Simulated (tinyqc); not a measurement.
# Two-sublattice mean-field magnet: ferrimagnet, compensation points and susceptibility, step by step

A worked calculation. Computed by tinyqc, a small Python program that keeps every step. Command: `OMP_NUM_THREADS=1 python tinyqc.py 3017543 3017544 out.jsonl ferri walk`. One thread of a shared host (Intel(R) Xeon(R) Processor @ 2.30GHz), about 0.01 s of CPU time with the checks. Intermediate numbers are printed to about 6 digits and carried at full precision; extremes and crossings named in words are read from the listed rows.

A random alloy A(1-x)B(x) with H = -sum over pairs J S_i.S_j. a = <S_A> and b = <S_B> are taken along z, a > 0. Exchange fields: h_A = (1 - x) zJ_AA a + x zJ_AB b, h_B = (1 - x) zJ_AB a + x zJ_BB b; a = S_A B_(S_A)(S_A h_A/(k_B T)) and likewise for b, with the Brillouin function B_S(y) = [(2S + 1)/(2S)] coth[(2S + 1) y/(2S)] - [1/(2S)] coth[y/(2S)].

Inputs (values chosen for the exercise, for a model ferrimagnet):

| quantity | value | unit |
|---|---|---|
| spin S_A | 1.5 | - |
| spin S_B | 3.5 | - |
| fraction x of B sites | 0.27 | - |
| z J_AA | 21.2 | meV |
| z J_BB | 1.2 | meV |
| z J_AB | -5.2 | meV |
| T over T_c | 0.991 | - |
| largest number of steps | 40 | - |

Constants: k_B = 8.617333262e-05 eV/K.

## Ordering temperature

Linearised, T (a, b) = M (a, b) with M_ij = S_i (S_i + 1) c_j zJ_ij/(3 k_B), c_A = 1 - x, c_B = x. T_c is the larger eigenvalue, and its eigenvector gives b/a at onset, (T_c - M_AA)/M_AB.

M (K):
```
          A        B
A   224.489  -20.366
B  -231.266   19.739
```

eigenvalues (K): -1.136  245.365

T_c = 245.365 K

b/a at onset = -1.02500

T = 243.156 K

The antiferromagnetic A-B coupling raises T_c by 21 K over that of A alone.

## First step

Start from a = S_A, b = -S_B and apply the equations once.

h_A = 28.128 meV

h_B = -6.828 meV

new a = 1.16513

new b = -1.54121

## Self-consistent moments

Repeat from a = S_A, b = -S_B until a and b change by less than 1e-10.

Iteration:

| step | a | b | largest change |
|---|---|---|---|
| 1 | 1.50000 | -3.50000 | 1.95879e+00 |
| 2 | 1.16513 | -1.54121 | 3.75968e-01 |
| 3 | 0.96986 | -1.16524 | 1.87331e-01 |
| 4 | 0.84967 | -0.97791 | 1.16736e-01 |
| 5 | 0.76661 | -0.86118 | 8.15139e-02 |
| 6 | 0.70495 | -0.77966 | 6.09716e-02 |
| ... | ... | ... | ... |
| 35 | 0.33449 | -0.34835 | 3.56038e-03 |
| 36 | 0.33117 | -0.34479 | 3.39223e-03 |
| 37 | 0.32801 | -0.34139 | 3.23567e-03 |
| 38 | 0.32500 | -0.33816 | 3.08963e-03 |
| 39 | 0.32212 | -0.33507 | 2.95315e-03 |
| 40 | 0.31936 | -0.33212 | 2.82539e-03 |

a = 0.316719

b = -0.329291

last change = 0.00282539

Not converged within the cap: the change shrinks by only 0.957 a step, since near T_c the map has a slope close to 1. The error left is about 0.065.

Reruns converge with largest number of steps = 3000. Reruns still fail with largest number of steps = 80.
